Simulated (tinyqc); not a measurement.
# Gate sheet resistance from two finger widths

Inverse problem. At low frequency R = Rsh Wf/(3 L) + B/Wf, where B collects the channel and vertical terms. Find Rsh, B and the width of lowest R.

Values chosen for this exercise:
- L = 0.17 um (channel length)

input resistance of single fingers, contacted at one end, of width 0.84 and 5.8 um (ohm): [255.83754, 237.46450]

Solution. R Wf is a straight line in Wf^2; the minimum of R lies where both terms are equal.

Rsh = 18.0 ohm/square
B = 190 ohm um
width of lowest R = 2.32 um

Numbers from tinyqc (`OMP_NUM_THREADS=1 python tinyqc.py 2262230 2262231 out.jsonl`; about 0.01 s on one thread of a shared Intel Xeon 2.30GHz).
